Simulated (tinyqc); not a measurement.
Inside a calculation. Method: plane-wave Kohn-Sham cycle with exchange-only LDA in a layered model solid. One step of it, computed by the program tinyqc.

Task: Iteration 1: potential. V_H(G) = 4 pi rho(G)/G^2 for G != 0 (uniform background); v_x = -(3 rho/pi)^(1/3); V = V_ext + V_H + v_x; Fourier components f(G_m) = (1/N) sum_j f(x_j) exp(-i G_m x_j).

A solid whose potential varies along x alone (atomic units):
```
parameter                      value
period a                    5.100000
cross-section of the cell  10.000000
electrons per cell                 2
grid points                       16
plane waves -n..n, n               2
k points                           1
V1 in V1 cos(2 pi x/a)     -0.130000
V2 in V2 cos(4 pi x/a)      0.120000
```

density at the start, on the grid x_j = j a/N (e/bohr^3): 0.03921569  0.03921569  0.03921569  0.03921569  0.03921569  0.03921569  0.03921569  0.03921569  0.03921569  0.03921569  0.03921569  0.03921569  0.03921569  0.03921569  0.03921569  0.03921569

Give: Potentials on the grid; V(G_m), m = 0, 1, 2, ....

Result:

Potentials on the grid (hartree):
```
x         V_ext     V_H      v_x        V
0.0000  -0.0100  0.0000  -0.3346  -0.3446
0.3187  -0.0353  0.0000  -0.3346  -0.3698
0.6375  -0.0919  0.0000  -0.3346  -0.4265
0.9563  -0.1346  0.0000  -0.3346  -0.4692
1.2750  -0.1200  0.0000  -0.3346  -0.4546
1.5938  -0.0351  0.0000  -0.3346  -0.3697
1.9125   0.0919  0.0000  -0.3346  -0.2426
2.2313   0.2050  0.0000  -0.3346  -0.1296
2.5500   0.2500  0.0000  -0.3346  -0.0846
2.8687   0.2050  0.0000  -0.3346  -0.1296
3.1875   0.0919  0.0000  -0.3346  -0.2426
3.5063  -0.0351  0.0000  -0.3346  -0.3697
3.8250  -0.1200  0.0000  -0.3346  -0.4546
4.1437  -0.1346  0.0000  -0.3346  -0.4692
4.4625  -0.0919  0.0000  -0.3346  -0.4265
4.7812  -0.0353  0.0000  -0.3346  -0.3698
```

V(G_m), m = 0, 1, 2, ... (hartree): -0.3346  -0.0650  0.0600  0.0000  0.0000
